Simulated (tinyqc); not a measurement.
## Off-state leakage of single and stacked transistors: leakage components against the temperature

n-channel devices of unit width. Subthreshold current I(Vg, Vs, Vd) = I0 (T/300 K)^0.5 exp[(Vg - Vs - VT(T) - gb (Vs - Vb) + dd (Vd - Vs))/(nf Vt)] (1 - exp(-(Vd - Vs)/Vt)), VT(T) = VT - cT (T - 300 K). Gate-edge tunnelling Ig (Vd/1 V) exp(ag (Vd - 1 V)), for a gate at 0 V, and band-to-band leakage Ab u exp(-Bb/u), u = Vd - Vb + 1 V, flow at a drain held at V; both are taken as independent of T. In a stack of off transistors (all gates at 0 V) the same subthreshold current passes through each.

One transistor with Vg = Vs = 0, Vd = V; stack factor I(one)/I(two in series).

Values chosen for this exercise; values of the order met in bulk silicon logic transistors: supply voltage V = 1.1 V; threshold at 300 K, zero drain and body bias VT = 0.29 V; fall of the threshold with temperature cT = 0.6 mV/K; current at threshold at 300 K I0 = 0.61 uA/um; slope factor nf = 1.31; drain-induced lowering per volt dd = 0.12; rise of the threshold per volt of source-body bias gb = 0.12; gate-edge tunnelling current at 1 V Ig = 1e-5 uA/um; exponential slope of the gate current ag = 3.6 1/V; prefactor of band-to-band leakage at the drain Ab = 40 uA/(um V); its exponential voltage Bb = 27 V; body voltage Vb = 0 V.

Constants: q = 1.602176634e-19 C, kB = 1.380649e-23 J/K, Vt = kB T/q. Results are converted to the units shown.

The same in every row: gate edge (nA/um) = 0.015767; band-to-band (nA/um) = 0.21902.

Leakage components against the temperature:

| T (K) | subthreshold (nA/um) | total (nA/um) | stack factor | largest part |
|---|---|---|---|---|
| 250 | 0.71232 | 0.94711 | 71.849 | subthreshold |
| 275 | 2.2193 | 2.4541 | 49.005 | subthreshold |
| 300 | 5.7433 | 5.9781 | 35.691 | subthreshold |
| 325 | 12.881 | 13.116 | 27.344 | subthreshold |
| 350 | 25.813 | 26.048 | 21.801 | subthreshold |
| 375 | 47.262 | 47.496 | 17.944 | subthreshold |
| 400 | 80.398 | 80.633 | 15.157 | subthreshold |
| 425 | 128.72 | 128.95 | 13.078 | subthreshold |

Read the table: what changes, and by how much?

As T goes from 250 to 425, the total leakage rises from 0.947 to 129 nA/um. The subthreshold part leads at T = 250 and in all other rows. The subthreshold part doubles every 36.8 K between the last two rows. The reduction by a stack of two falls from 71.8 to 13.1, for the subthreshold part alone. For T = 375, 400, 425 the gate is within about 3 nf Vt of threshold, where the exponential law overstates the current.

tinyqc, about 0.03 s, one thread, Intel Xeon 2.30GHz (shared host): `OMP_NUM_THREADS=1 python tinyqc.py 2242269 2242270 out.jsonl`
